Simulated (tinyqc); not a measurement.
Defect-molecule model of a vacancy with Jahn-Teller distortion: one step. Transition levels and the effective U. The numbers come from values chosen for the exercise (of the size used for the vacancy in silicon).

States:
```
n,charge,Q_n (angstrom),gain (eV),W_n (eV)
0,2+,0.000000,0.000000,0.000000
1,+,0.129870,0.129870,0.150130
2,0,0.259740,0.519481,0.250519
```

Problem. From the energies W_n of the relaxed states with n = 0, 1, 2 electrons: E(2+/+) = W1 - W0, E(+/0) = W2 - W1, U_eff = E(+/0) - E(2+/+), E(2+/0) = (W2 - W0)/2.

Give: levels above Ev; U_eff.

Solution.

levels above Ev (eV): (2+/+) 0.1501, (+/0) 0.1004, (2+/0) 0.1253

U_eff = -0.0497 eV

U_eff < 0: the second electron is bound more strongly than the first, the + state is never the lowest, and the charge changes by two at 0.1253 eV.

Computed by tinyqc, a small Python program: `OMP_NUM_THREADS=1 python tinyqc.py 1450430 1450431 out.jsonl` (the numbers bound the seed that draws the inputs); one thread of a shared host (Intel(R) Xeon(R) Processor @ 2.30GHz), about 0.01 s for the whole set of steps.
